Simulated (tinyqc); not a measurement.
Deep level with several charge states, and Shockley-Read-Hall recombination: one step. The neutral state. Three cases, with inputs chosen for the exercise.

Question. Solve for EF.

Energies from Ev. The defect has charge states +1, 0, -1 with weights 1, gm exp((EF - E1)/kT), exp((2 EF - E1 - E2)/kT); the shares are the weights over their sum. Boltzmann carriers: n = Nc exp((EF - Eg)/kT), p = Nv exp(-EF/kT). Neutrality: p - n + Nd + Nt <q> = 0.

Constants: kB = 8.617333262e-05 eV/K.

Case 1.

Values chosen (gap and densities of states near those of Si at this temperature; the results hold for these values, not for the real material):
- Eg = 1.121 eV (gap)
- Nc = 2.77e+19 1/cm^3 (conduction-band density of states)
- Nv = 1.13e+19 1/cm^3 (valence-band density of states)
- T = 300 K
- E1 = 0.515 eV (level (+1/0) above Ev)
- E2 = 0.718 eV (level (0/-1) above Ev)
- gm = 2 (degeneracy of the middle state, the others 1)
- Nt = 1e+16 1/cm^3 (defects)
- Nd = 9.7e+16 1/cm^3 (ionised shallow donors minus acceptors)

Case 2.

Values chosen (gap and densities of states near those of Si at this temperature; the results hold for these values, not for the real material):
- Eg = 1.134 eV (gap)
- Nc = 2.77e+19 1/cm^3 (conduction-band density of states)
- Nv = 1.11e+19 1/cm^3 (valence-band density of states)
- T = 300 K
- E1 = 0.612 eV (level (+1/0) above Ev)
- E2 = 0.491 eV (level (0/-1) above Ev)
- gm = 2 (degeneracy of the middle state, the others 1)
- Nt = 1.7e+14 1/cm^3 (defects)
- Nd = -5.1e+14 1/cm^3 (ionised shallow donors minus acceptors)

Case 3.

Values chosen (gap and densities of states near those of Si at this temperature; the results hold for these values, not for the real material):
- Eg = 1.124 eV (gap)
- Nc = 2.73e+19 1/cm^3 (conduction-band density of states)
- Nv = 1.14e+19 1/cm^3 (valence-band density of states)
- T = 300 K
- E1 = 0.899 eV (level (+1/0) above Ev)
- E2 = 0.688 eV (level (0/-1) above Ev)
- gm = 1 (degeneracy of the middle state, the others 1)
- Nt = 2.1e+15 1/cm^3 (defects)
- Nd = 2.7e+14 1/cm^3 (ionised shallow donors minus acceptors)

Give: EF; shares at EF; n; p.

Answer.

Case 1.

EF = 0.9720 eV

shares at EF: +1 0.000, 0 0.000, -1 1.000

n = 8.70e+16 1/cm^3
p = 530 1/cm^3

Without the defects the majority density would be 9.70e+16 1/cm^3; with them the density of these carriers is 8.70e+16, so they compensate part of the doping. Most defects are in the state -1.

Case 2.

EF = 0.2687 eV

shares at EF: +1 1.000, 0 0.000, -1 0.000

n = 8.05e+04 1/cm^3
p = 3.40e+14 1/cm^3

Without the defects the majority density would be 5.10e+14 1/cm^3; with them the density of these carriers is 3.40e+14, so they compensate part of the doping. Most defects are in the state +1. The level order is inverted (negative U), so the middle state is never the most common.

Case 3.

EF = 0.7958 eV

shares at EF: +1 0.451, 0 0.008, -1 0.540

n = 8.37e+13 1/cm^3
p = 4.87e+05 1/cm^3

Without the defects the majority density would be 2.70e+14 1/cm^3; with them the density of these carriers is 8.37e+13, so they compensate part of the doping. Most defects are in the state -1. The level order is inverted (negative U), so the middle state is never the most common.

Computed by tinyqc, one run a case: `OMP_NUM_THREADS=1 python tinyqc.py N N+1 out.jsonl` with N = 1650246, 1650341, 1651062; one thread of a shared Intel(R) Xeon(R) Processor @ 2.30GHz, about 0.01 s a run at most.
